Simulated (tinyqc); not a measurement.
# Permittivity of the insulator from five potentials

Problem. A node lies on a semiconductor-insulator interface. Steps: hs = tb/2 down into the semiconductor, ho = tox/1 up into the insulator, hy = L/5 sideways. The flux balance of its box reads eox (hy/ho)(above - node) + eps_r (hy/hs)(below - node) + [(eps_r hs + eox ho)/(2 hy)](left + right - 2 node) - q Na (hs/2) hy/eps0 = 0. Find eox.

Inputs (values chosen for the exercise); semiconductor permittivity close to that of silicon:
```
symbol  value   unit                                     meaning
eps_r    11.7         relative permittivity of the semiconductor
tb          6     nm                     half the body thickness
tox       2.6     nm                         insulator thickness
L          39     nm                              channel length
Na          0  cm^-3       acceptor density of the depleted body
```

Constants: q = 1.602176634e-19 C, eps0 = 8.8541878128e-14 F/cm where lengths are in cm. Results are converted to the units shown.

psi (V): node 0.38455238, above 0.07, below 0.51960919, left 0.16739057, right 1.45

Solution. The balance is linear in eox.

eox = 7.50

tinyqc, about 0.1 s, one thread, Intel Xeon 2.30GHz (shared host): `OMP_NUM_THREADS=1 python tinyqc.py 2480065 2480066 out.jsonl`
